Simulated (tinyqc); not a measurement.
# Resistance of a source-drain extension with a graded tip: effect of the position under the gate where the fall begins

y runs along the channel, the gate covers y > 0. The doping is N0 for y < y0 and N0 10^(-(y - y0)/la) beyond, uniform over the depth xj. Sheet conductance s(y) = q mu(N) max(N - Nch, 0) xj + (for y > 0) ma Cox Vo, with mu(N) = u0 + (u1 - u0)/(1 + (N/Nr)^au) and Cox = eps0 eox/tox. Current is taken as one-dimensional; depletion of the tip, spreading and the contact are left out. The metallurgical junction lies at yj, where N = Nch.

R_spacer = integral of dy/s from -Ls to 0, R_ov from 0 to yj, R_channel = (Lg - 2 yj)/(ma Cox Vo), R_total = 2 R_spacer + 2 R_ov + R_channel. Electrical length L_eff = ma Cox dR_total/d(1/Vo); R_series = R_total - L_eff/(ma Cox Vo).

Inputs (values chosen for the exercise); mobility law close to that of holes in silicon: relative permittivity of the gate insulator (close to hafnium oxide) eox = 22.3; insulator thickness tox = 3.3 nm; active doping of the extension far from the gate N0 = 1e20 cm^-3; lateral abruptness la = 5.9 nm/decade; depth of the extension xj = 14 nm; channel doping Nch = 1.2e18 cm^-3; spacer length Ls = 7 nm; gate overdrive Vo = 0.5 V; mobility of the gate-induced layer ma = 56 cm^2/(V s); mobility at low doping u1 = 470.5 cm^2/(V s); mobility at high doping u0 = 44.9 cm^2/(V s); reference doping Nr = 2.23e17 cm^-3; exponent au = 0.719; gate length Lg = 50 nm.

Constants: q = 1.602176634e-19 C, eps0 = 8.8541878128e-14 F/cm where lengths are in cm. Results are converted to the units shown.

Result of one run:

| yj (nm) | R_spacer (ohm um) | R_ov (ohm um) | R_channel (ohm um) | R_total (ohm um) | L_eff (nm) | R_series (ohm um) |
|---|---|---|---|---|---|---|
| 9.333 | 7.146 | 33.98 | 187.0 | 269.3 | 39.21 | 35.23 |

Which position under the gate where the fall begins (gate edge at 0) y0 gave this result: -2, 0, 2, 4 or 6 nm?

y0 = -2 nm.

The whole series:

| y0 (nm) | yj (nm) | R_spacer (ohm um) | R_ov (ohm um) | R_channel (ohm um) | R_total (ohm um) | L_eff (nm) | R_series (ohm um) |
|---|---|---|---|---|---|---|---|
| -6 | 5.333 | 19.61 | 24.72 | 234.8 | 323.5 | 45.94 | 49.23 |
| -4 | 7.333 | 10.71 | 30.31 | 210.9 | 293.0 | 42.83 | 37.32 |
| -2 | 9.333 | 7.146 | 33.98 | 187.0 | 269.3 | 39.21 | 35.23 |
| 0 | 11.33 | 6.303 | 36.13 | 163.2 | 248.0 | 35.35 | 37.05 |
| 2 | 13.33 | 6.303 | 37.70 | 139.3 | 227.3 | 31.42 | 39.77 |
| 4 | 15.33 | 6.303 | 39.26 | 115.4 | 206.5 | 27.48 | 42.49 |
| 6 | 17.33 | 6.303 | 40.83 | 91.53 | 185.8 | 23.55 | 45.21 |
| 8 | 19.33 | 6.303 | 42.39 | 67.65 | 165.0 | 19.62 | 47.92 |

As y0 goes from -6 to 8, R_total falls from 323 to 165 ohm um, L_eff falls from 45.9 to 19.6 nm and R_series goes from 49.2 through a minimum of 35.2 (at y0 = -2 among the rows listed) to 47.9 ohm um. More overlap also shortens the channel and adds capacitance, effects on threshold and speed that are left out.

Numbers from tinyqc (`OMP_NUM_THREADS=1 python tinyqc.py 2282045 2282046 out.jsonl`; about 0.05 s on one thread of a shared Intel Xeon 2.30GHz).
